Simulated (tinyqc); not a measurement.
What moves the results: donors with valley-orbit split 1s states. A value that a table varies takes the place of the one given here.

Each donor binds at most one electron, in any of its states. For a site s, W_s = sum over its states of g exp(E/kT), and the ionised share is 1/(1 + W_s exp(eta)), eta = (EF - Ec)/kT; n = Nc F_1/2(eta); neutrality n + NA = ND x (mean ionised share); holes are neglected. Nc from N = 2 (m kB T/(4 pi c))^(3/2) with c = hbar^2/2m0, in 1/angstrom^3; times 1e24 for 1/cm^3, m = md. F_j(eta) = (1/Gamma(j + 1)) integral_0^infinity x^j dx/(1 + exp(x - eta)), which tends to exp(eta) for eta << 0.

Mobility (Caughey-Thomas form): mu = mu0 + (mu1 (T/300)^(-ga) - mu0)/(1 + ((ND + NA)/Nr)^de); rho = 1/(e n mu), e = 1.602176634e-19 C.

Constants: hbar^2/2m0 = 3.80998211 eV angstrom^2; kB = 8.617333262e-05 eV/K.

Parameters, chosen for this exercise (near those of Sb in Si; shifted at random, so the results belong to these values and not to a real crystal):
```
symbol  value               unit        meaning
md      1.088               m0          density-of-states mass of the conduction band
E       (42.6, 33.1, 30.8)  meV         binding energies of 1s(A1), 1s(T2), 1s(E)
g       (2, 6, 4)                       their degeneracies with spin
ND      4.5e+15             1/cm^3      donors
NA      0                   1/cm^3      compensating acceptors, all ionised
T       500                 K
mu0     70                  cm^2/(V s)  mobility at heavy doping
mu1     1348                cm^2/(V s)  mobility at light doping and 300 K
Nr      9.3e+16             1/cm^3      reference doping
de      0.72                            doping exponent
ga      2.3                             temperature exponent
```

## What the excited states change

The last columns keep only the ground state of each site (g = 2).

Results:
```
T (K)  effective degeneracy    eta  n (1/cm^3)  n, ground states only  ratio
40                     2.51  -9.52    1.02e+14               1.14e+14  0.894
60                     3.36  -8.00    8.54e+14               1.07e+15  0.795
80                     4.23  -7.52    2.13e+15               2.70e+15  0.789
110                    5.35  -7.49    3.55e+15               4.04e+15  0.878
150                    6.48  -7.78    4.19e+15               4.40e+15  0.954
200                    7.47  -8.17    4.39e+15               4.47e+15  0.982
250                    8.17  -8.49    4.45e+15               4.49e+15  0.991
300                    8.69  -8.76    4.47e+15               4.49e+15  0.995
400                    9.40  -9.19    4.49e+15               4.50e+15  0.997
500                    9.85  -9.52    4.49e+15               4.50e+15  0.998
```

What does this show, and why?

The effective degeneracy grows from 2.51 to 9.85. Excited states hold electrons back, so the ratio is never above 1; it is lowest, 0.789, at 80 K of those listed, and 0.995 at 300 K. At low T the excited states empty out, and at high T more donors are ionised (n is 100 % of ND - NA in the last row), so the effect is largest in between.

## Ionisation and resistivity against doping

NA = 0.

Results:
```
ND (1/cm^3)  n (1/cm^3)   n/ND  mu (cm^2/(V s))  rho (ohm cm)  rho at full ionisation
1.0e+14        1.00e+14  1.000              414           151                     151
1.0e+15        1.00e+15  1.000              404          15.5                    15.5
1.0e+16        9.96e+15  0.996              358          1.75                    1.74
3.0e+16        2.96e+16  0.987              310         0.680                   0.671
1.0e+17        9.60e+16  0.960              239         0.272                   0.262
3.0e+17        2.69e+17  0.896              174         0.133                   0.119
1.0e+18        7.54e+17  0.754              123        0.0673                  0.0507
2.0e+18        1.28e+18  0.642              104        0.0467                  0.0299
```

What can be read from the table?

From 1e16 to 1e18 1/cm^3 rho falls by a factor 26, not 100: the mobility takes a factor 2.91 and incomplete ionisation 1.32. n/ND is below 0.9 from 3e+17 1/cm^3 on. From a few times 1e18 1/cm^3 on, depending on the dopant, the levels merge with the band, and already below that screening lowers the binding energy, so the last rows understate n.

## Compensation sets the slope of the freeze-out

NA = K ND. The slope energy is -d ln(n T^(-p))/d(1/kT) between 30 and 36 K, with p = 3/4 for K = 0 and p = 3/2 otherwise.

Results:
```
K       n(30 K) (1/cm^3)  n(36 K) (1/cm^3)  slope energy (meV)
0               1.13e+13          4.92e+13               20.64
0.0010          9.30e+12          4.70e+13               20.86
0.010           2.67e+12          3.14e+13               33.98
0.050           5.43e+11          9.86e+12               40.74
0.20            1.15e+11          2.17e+12               41.36
0.50            2.86e+10          5.43e+11               41.40
```

What can be read from the table?

Without acceptors the slope is 20.64 meV, against half the ground-state energy, 21.30; with K = 0.05 it is 40.74 meV, against the full 42.6. The full energy (less a few meV where excited levels lie within a few kT) shows where n is far below NA, since the acceptors then hold EF near the donor level: n(36 K)/NA is 10 for K = 0.001 and 0.044 for K = 0.05; for K = 0.001 the sample is still in or near the uncompensated regime, where p = 3/2 is the wrong power, so that slope means little.

## What moves the carrier density

All results formed anew. Each row changes one parameter from the base and keeps the others.

Results:
```
case                           eta  n (1/cm^3)  rho (ohm cm)
base                        -9.521   4.491e+15         3.646
E = (47.6, 33.1, 30.8) meV  -9.521   4.491e+15         3.646
md = 1.197 m0               -9.664   4.492e+15         3.645
ND = 9e+15 1/cm^3           -8.830   8.965e+15         1.923
NA = 4.5e+14 1/cm^3         -9.626   4.042e+15         4.075
T = 530 K                   -9.608   4.492e+15         4.157
Nr = 1.86e+17 1/cm^3        -9.521   4.491e+15         3.526
```

What can be read from the table?

The largest shifts from the base row, up to three for each result and ties (the steps differ in size, so this ranks the rows, not the parameters). eta: ND +0.691, md -0.143, NA -0.105; unchanged at the printed digits by E and Nr. n (1/cm^3): ND +4.47e+15, NA -4.49e+14, md +1.16e+12; unchanged at the printed digits by E and Nr. rho (ohm cm): ND -1.72, T +0.511, NA +0.429; unchanged at the printed digits by E.

Program tinyqc; command `OMP_NUM_THREADS=1 python tinyqc.py 1681298 1681299 out.jsonl`; about 0.02 s on one thread of a shared Intel(R) Xeon(R) Processor @ 2.30GHz.
